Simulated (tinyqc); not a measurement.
Gamma, L and X subbands of a thin body with non-parabolic valleys, step by step. Values are carried at full precision from step to step, so a last printed digit may differ when a step is redone from the rounded ones.

Hard walls, flat band, c = hbar^2/2m0, energies from the bulk Gamma edge. For a valley at angle theta to the normal 1/m_z = cos^2/ml + sin^2/mt and m_d = sqrt(ml mt^2/m_z). Subband n starts at E_v + e with e (1 + a e) = c (n pi/t)^2/m_z, and its density-of-states mass is taken as m_d (1 + 2 a e), without further growth at higher in-plane energy. Groups are named by valley and degeneracy.

Constants: hbar^2/2m0 = 3.80998211 eV angstrom^2; kB = 8.617333262e-05 eV/K.

Parameters, chosen for this exercise (near those of a thin GaAs channel; shifted at random, so the results belong to these values and not to a real crystal): face = 110 (surface); mG = 0.066 m0 (Gamma mass); aG = 0.56 1/eV (Gamma non-parabolicity); EL = 0.259 eV (L edge above Gamma); mL = (1.889, 0.074) m0 (L valleys (four, along <111>): ml, mt); EX = 0.457 eV (X edge above Gamma); mX = (1.323, 0.228) m0 (X valleys (three, along <100>): ml, mt); aS = 0.34 1/eV (non-parabolicity of L and X); t = 26 angstrom (body thickness); Ns = 8.3 x 1e12/cm^2 (sheet density); T = 300 K (temperature); eot = 13 angstrom (equivalent oxide thickness).

## Valley groups

List degeneracy, edge, m_z, m_d and a.

Groups:

| group | g | E_v (eV) | m_z | m_d | a (1/eV) |
|---|---|---|---|---|---|
| G1 | 1 | 0.000 | 0.0660 | 0.0660 | 0.56 |
| L2 | 2 | 0.259 | 0.2059 | 0.2242 | 0.34 |
| L2' | 2 | 0.259 | 0.0740 | 0.3739 | 0.34 |
| X2 | 2 | 0.457 | 0.3890 | 0.4205 | 0.34 |
| X1 | 1 | 0.457 | 0.2280 | 0.5492 | 0.34 |

## Subband edges

n = 1 to 8 for each group; list the ten lowest.

Subbands:

| subband | g | E (eV) | DOS mass |
|---|---|---|---|
| L2 n=1 | 2 | 0.5081 | 0.2621 |
| X2 n=1 | 2 | 0.5937 | 0.4596 |
| G1 n=1 | 1 | 0.6244 | 0.1122 |
| X1 n=1 | 1 | 0.6835 | 0.6338 |
| L2' n=1 | 2 | 0.8797 | 0.5317 |
| X2 n=2 | 2 | 0.9473 | 0.5607 |
| L2 n=2 | 2 | 1.0996 | 0.3523 |
| X1 n=2 | 1 | 1.2298 | 0.8378 |
| X2 n=3 | 2 | 1.4253 | 0.6974 |
| G1 n=2 | 1 | 1.7181 | 0.1930 |

The lowest subband is L2 n=1, 86 meV below X2 n=1; in the bulk the lowest valley is Gamma.

## Filling and quantum capacitance

n_i = g m/(2 pi c) kB T ln(1 + exp((EF - E_i)/kB T)), sum n_i = Ns (1e12/cm^2 = 1e-4/angstrom^2), c = hbar^2/2m0. Quantum capacitance Cq = 1602.176634 sum g m/(2 pi c) f_i in microfarad/cm^2 with f_i = 1/(1 + exp((E_i - EF)/kB T)); Cox = 34.5313/eot (one gate); C/Cox = Cq/(Cq + Cox), the centroid term left out.

Over the ten listed subbands, named by valley (G, L, X), degeneracy and number.

EF = 0.5333 eV

n_i in the order of the list (1e12/cm^2): 7.328  0.917  0.035  0.020  0.000  0.000  0.000  0.000  0.000  0.000

Cq = 31.24 microfarad/cm^2
Cox = 2.656 microfarad/cm^2
C/Cox = 0.922

EF lies 25 meV above the lowest edge; Gamma holds 0 % of the electrons. The density of states is ample: only 8 % of the gate capacitance is lost.

## Checks

- Cq against the slope dNs/dEF by finite differences, microfarad/cm^2: both 31.24.

Computed by tinyqc, a small Python program: `OMP_NUM_THREADS=1 python tinyqc.py 1280613 1280614 out.jsonl` (the numbers bound the seed that draws the inputs); one thread of a shared host (Intel(R) Xeon(R) Processor @ 2.30GHz), about 0.03 s for the whole set of steps.
